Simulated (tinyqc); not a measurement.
The product rho l across metals: free and nearly free electrons in a metal.

Constants: hbar^2/2m0 = 3.80998211 eV angstrom^2; hbar = 6.58211957e-16 eV s.

Free electrons with m = 1; fcc cells hold 4 atoms and bcc cells 2; n = atoms z/a^3, kF = (3 pi^2 n)^(1/3), rho l = hbar kF/(n e^2), e = 1.602176634e-19 C. Inputs are chosen for the exercise.

Results:
```
case     lattice  a (angstrom)  z  rho (micro-ohm cm)  kF (1/angstrom)  EF (eV)  l (nm)  rho l (1e-16 ohm m^2)
near Ca      fcc         5.545  2                3.16            1.116     4.74    30.9                   9.77
near Al      fcc         4.090  3                2.45            1.732    11.43    16.6                   4.06
near Li      bcc         3.511  1                8.79            1.110     4.70    11.2                   9.87
near K       bcc         5.280  1                7.62            0.738     2.08    29.3                  22.32
near Au      fcc         4.074  1                2.14            1.205     5.54    39.1                   8.37
near Ag      fcc         4.121  1                1.49            1.192     5.41    57.5                   8.57
```

rho l falls as n^(-2/3): it is lowest for the case near Al and highest for near K. The lowest bulk rho belongs to near Ag; in very narrow wires, where rho l rules, the order changes. Real Fermi surfaces depart from spheres, most for the polyvalent and noble metals.

Computed by tinyqc, a small Python program: `OMP_NUM_THREADS=1 python tinyqc.py 1650773 1650774 out.jsonl` (the numbers bound the seed that draws the inputs); one thread of a shared host (Intel(R) Xeon(R) Processor @ 2.30GHz), about 0.01 s for the whole set of steps.
